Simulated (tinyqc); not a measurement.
Peak gain against injection: optical gain and spontaneous emission in a bulk direct-gap semiconductor.

Parabolic bands, vertical transitions, no excitons. For each hole band j: mr = me mj/(me + mj); joint density of states J_j(E) = (mr/c)^(3/2) sqrt(E - Eg)/(2 pi^2), both spins, c = hbar^2/2m0; averaged matrix element |e.p|^2 = m0 Ep/6; alpha_j(E) = 4 pi^2 alpha_f c Ep J_j/(3 nr E) in 1/angstrom (alpha_f the fine-structure constant, listed as alpha among the constants), times 1e8 for 1/cm.

F_j(eta) = (1/Gamma(j + 1)) integral_0^infinity x^j dx/(1 + exp(x - eta)), which tends to exp(eta) for eta << 0.

Quasi-Fermi levels: n = Nc F_1/2(Fc/kT) and p = Nv F_1/2(Fv/kT), Fc counted up from the conduction edge and Fv down from the valence edge; Nc, Nv from N = 2 (m kB T/(4 pi c))^(3/2) with c = hbar^2/2m0, in 1/angstrom^3; times 1e24 for 1/cm^3, with me and (mhh^(3/2) + mlh^(3/2))^(2/3).

For band j the electron sits at Ee = (E - Eg) mr/me above its edge and the hole at Eh = (E - Eg) mr/mj; fe = 1/(1 + exp((Ee - Fc)/kT)), fh = 1/(1 + exp((Eh - Fv)/kT)); gain g = sum_j alpha_j (fe + fh - 1).

Spontaneous rate: R = integral of (nr E/(hbar c))^2/(pi^2 hbar) sum_j alpha_j fe fh dE, with alpha in 1/cm and (nr E/(hbar c))^2 in 1/cm^2 (1e16 per 1/angstrom^2); B = R/(n p); lifetime n/R.

Constants: hbar^2/2m0 = 3.80998211 eV angstrom^2; fine-structure constant alpha = 0.007297352564; kB = 8.617333262e-05 eV/K; hbar = 6.58211957e-16 eV s; hbar c = 1973.269805 eV angstrom.

Values chosen for the exercise (near those of InGaAs; not measured data):
```
symbol  value   unit  meaning
Eg      0.772   eV    direct gap
me      0.0402  m0    electron mass
mhh     0.453   m0    heavy-hole mass
mlh     0.0512  m0    light-hole mass
Ep      23.1    eV    Kane energy
nr      3.57          refractive index
T       350     K
```

The peak is the largest g over E; a dash marks no gain.

Gain:
```
n (1/cm^3),Fc (eV),Fv (eV),peak gain (1/cm),peak E - Eg (eV),B (cm^3/s)
4.4e+17,0.0345,-0.0938,-,-,1.14e-10
7.0e+17,0.0587,-0.0795,-,-,1.08e-10
1.2e+18,0.0940,-0.0627,109,0.0114,9.90e-11
1.6e+18,0.1174,-0.0536,295,0.0248,9.33e-11
2.0e+18,0.1384,-0.0464,478,0.0373,8.86e-11
2.6e+18,0.1669,-0.0379,731,0.0540,8.27e-11
3.5e+18,0.2054,-0.0280,1062,0.0749,7.60e-11
```

Give the missing row, n (1/cm^3) = 1.0e+18.

Computed row:
```
n (1/cm^3)  Fc (eV)  Fv (eV)  peak gain (1/cm)  peak E - Eg (eV)  B (cm^3/s)
1.0e+18      0.0810  -0.0684                29            0.0044    1.02e-10
```

transparency density (Fc + Fv = 0) = 8.78e+17 1/cm^3

Gain starts at 8.78e+17 1/cm^3, where Fc = -Fv = 0.0725 eV: with Nv/Nc = 39 the electrons must be degenerate before the holes are. The slope of peak gain against n is 4.01e-16 cm^2 between the first two rows with gain and 3.68e-16 between the last two; the peak moves from 0.0044 to 0.0749 eV above the gap as the bands fill, and B falls by a factor 1.50. Line broadening and gap shrinkage are left out.

Computed by tinyqc, a small Python program: `OMP_NUM_THREADS=1 python tinyqc.py 1680283 1680284 out.jsonl` (the numbers bound the seed that draws the inputs); one thread of a shared host (Intel(R) Xeon(R) Processor @ 2.30GHz), about 0.1 s for the whole set of steps.
